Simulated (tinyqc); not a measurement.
Threshold-voltage variability of a planar MOSFET, analytic estimates: course of the iteration: margin in standard deviations for the wanted yield.

Three independent sources add in quadrature: random dopants in the depleted layer, metal-gate grains of two orientations, and roughness of the two gate edges acting through the roll-off VT = VT(long) - Vr exp(-L/l). These are first-order estimates: no three-dimensional electrostatics, no percolation.

Cells fail independently with probability Q(k) = erfc(k/sqrt(2))/2 when the margin is k standard deviations, and Y = exp(-Nb Q(k)). phi = exp(-k^2/2)/sqrt(2 pi). Newton steps on ln Q(k) = ln(-ln(Y)/Nb): k(new) = k + [ln Q - ln(-ln(Y)/Nb)] Q/phi.

Stop when k changes by less than 1e-9, or after 30 iterations.

Inputs (values chosen for the exercise):

| symbol | value | unit | meaning |
|---|---|---|---|
| Nb | 268435456 |  | number of cells |
| Y | 0.92 |  | wanted yield |

k at the start = 2

Course of the iteration:
```
iteration	k	|change|
1	9.63069	7.63
2	6.78688	2.84
3	6.21056	0.576
4	6.18500	0.0256
5	6.18494	5.04e-5
6	6.18494	1.96e-10
```

Did this iteration meet its convergence test, and what does its course show?

Yes. Converged in 6 iterations. At the end the number of correct digits about doubles with each step. With s(dVT) = 15.4 mV, 6.18 standard deviations are 95.0 mV.

Range of the model: The depletion depth exceeds L, so source and drain share much of the charge and the dopant estimate is rough.

Computed by the program tinyqc: `OMP_NUM_THREADS=1 python tinyqc.py 2090005 2090006 out.jsonl`, one thread of a shared Intel Xeon 2.30GHz, about 0.01 s for the whole run.
